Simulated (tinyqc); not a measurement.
Equilibrium and kinetic segregation of a solute to boundaries and growing surfaces: one step, computed by the program tinyqc. Command: `OMP_NUM_THREADS=1 python tinyqc.py 3002884 3002885 out.jsonl segreg walk`. One thread of a shared host (Intel(R) Xeon(R) Processor @ 2.30GHz), about 0.01 s of CPU time with the checks.

Task: How fast the boundary fills. McLean kinetics from a uniform start, fed from both sides, with a constant enrichment beta = theta_inf/x0: (theta - x0)/(theta_inf - x0) = 1 - exp(s^2) erfc(s), s = 2 sqrt(D t)/(beta delta); half filling at s = 0.7691, t = (0.7691 beta delta/2)^2/D. D is an input and does not follow T.

Inputs (values chosen for the exercise, for a model alloy): total solute fraction x0 = 0.0049; temperature T = 850 K; grain size d = 18 nm; boundary thickness delta = 0.31 nm; bulk diffusivity D = 1.1e-21 m^2/s; anneal time t = 150 s.

coverage theta_inf = 0.9613403

Give: s; degree of filling; time to half filling; diffusion length sqrt(D t).

Result:

s = 0.01336

degree of filling = 0.01490

time to half filling = 4.973e+05 s

diffusion length sqrt(D t) = 0.4062 nm

Caution: half of theta_inf exceeds the equilibrium coverage of grains of this size, so half filling is never reached in them. Caution: by the time of half filling the diffusion length reaches across the grain, so the real time is longer or half filling is never reached.
